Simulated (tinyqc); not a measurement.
Inside a calculation. Method: coherent transport through a tight-binding region between two chains. One step of it, computed by the program tinyqc.

Task: Transmission at E = -0.33 eV. Surface Green function g = (E - i sqrt(4 t^2 - E^2)) / (2 t^2); self-energy tc^2 g on each contact site; G = (E - H - Sigma)^(-1); Gamma = -2 Im Sigma; T = Gamma_L Gamma_R |G_LR|^2; local density of states -Im G_ii / pi.

H of the central region (eV):
```
           1          2          3          4          5          6
1   0.000000  -2.490000   0.000000   0.000000   0.000000  -2.490000
2  -2.490000   1.170000  -2.490000   0.000000   0.000000   0.000000
3   0.000000  -2.490000   1.170000  -2.490000   0.000000   0.000000
4   0.000000   0.000000  -2.490000   1.170000  -2.490000   0.000000
5   0.000000   0.000000   0.000000  -2.490000   1.170000  -2.490000
6  -2.490000   0.000000   0.000000   0.000000  -2.490000   0.000000
```

Leads: semi-infinite chains with site energy 0:
```
parameter                           value
lead hopping t (eV)              2.540000
coupling to the left lead (eV)   0.880000
coupling to the right lead (eV)  0.490000
left contact site                       1
right contact site                      3
```

E = -0.330000 eV

Give: g; G; local density of states; transmission.

Result:

g = -0.0256-0.3929i 1/eV

G (1/eV):
```
                 1                2                3                4
1   0.1638-0.0082i   0.2488-0.0121i  -0.0139+0.0009i  -0.2571+0.0132i
2   0.2488-0.0121i   0.1723-0.0251i   0.2566-0.0030i  -0.0185+0.0136i
3  -0.0139+0.0009i   0.2566-0.0030i   0.1685-0.0027i   0.2460-0.0050i
4  -0.2571+0.0132i  -0.0185+0.0136i   0.2460-0.0050i   0.1659-0.0259i
5  -0.1410+0.0070i  -0.2677+0.0112i  -0.0203-0.0003i   0.2555-0.0106i
6   0.1722-0.0089i  -0.1428-0.0068i  -0.2582+0.0048i  -0.0119+0.0195i

                 5                6
1  -0.1410+0.0070i   0.1722-0.0089i
2  -0.2677+0.0112i  -0.1428-0.0068i
3  -0.0203-0.0003i  -0.2582+0.0048i
4   0.2555-0.0106i  -0.0119+0.0195i
5   0.1742-0.0061i   0.2510+0.0069i
6   0.2510+0.0069i   0.1632-0.0153i
```

local density of states (1/eV): 0.0026  0.0080  0.0009  0.0082  0.0019  0.0049

transmission = 2.23e-05
